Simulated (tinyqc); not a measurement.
Single-band model of a thermoelectric material: one step, computed by the program tinyqc.

One spherical band, one scattering law, no minority carriers and no phonon drag. In a real material minority carriers limit |S| to about E_g/(2 e T), so larger values are formal. eta = E_F/(k_B T) is counted from the band edge; f = 1/(1 + exp(x - eta)).

Task: Coefficients. sigma = e mu_0 N_0 <s> with mu_0 = e tau_0/m = mu_300 (T/300 K)^(-p); |S| = (k_B/e)(<x s>/<s> - eta); Lorenz number L = (k_B/e)^2 (<x^2 s>/<s> - (<x s>/<s>)^2); kappa_e = L sigma T; zT = S^2 sigma T/(kappa_L + kappa_e). Hall factor r_H = <G^(3/2)> <G^(3/2 + 2r)/D^4>/<s>^2; drift mobility sigma/(n e) with n = N_0 <G^(3/2)>; power factor S^2 sigma.

Inputs (values chosen for the exercise, modelled on n-type SiGe):
```
quantity                              value        unit
mobility parameter mu_300               340  cm^2/(V s)
temperature exponent p                  2.5           -
lattice thermal conductivity kappa_L    3.3     W/(m K)
temperature T                           620           K
```

Band: Kane. Scattering: acoustic phonons, r = -0.5.

N_0 = 6.470390e+19 1/cm^3

<s> = 1.226666

<x s> = 3.439420

reduced Fermi level eta = 1.554756

<x^2 s> = 12.24992

<G^(3/2)> = 3.709204

<G^(3/2 + 2r)/D^4> = 0.5402973

Constants: e = 1.602176634e-19 C; k_B = 8.617333262e-05 eV/K.

Give: conductivity sigma; Seebeck coefficient |S|; Lorenz number L; drift mobility; Hall factor r_H; power factor; kappa_e; zT.

Result:

conductivity sigma = 704.2 S/cm

Seebeck coefficient |S| = 107.6 microvolt/K

Lorenz number L = 1.578 1e-8 V^2/K^2

drift mobility = 18.31 cm^2/(V s)

Hall factor r_H = 1.332

power factor = 8.159 microwatt/(cm K^2)

kappa_e = 0.6888 W/(m K)

zT = 0.1268

L is 65 % of the degenerate value pi^2/3 (k_B/e)^2 = 2.443. The charge carriers transport 17 % of the heat.
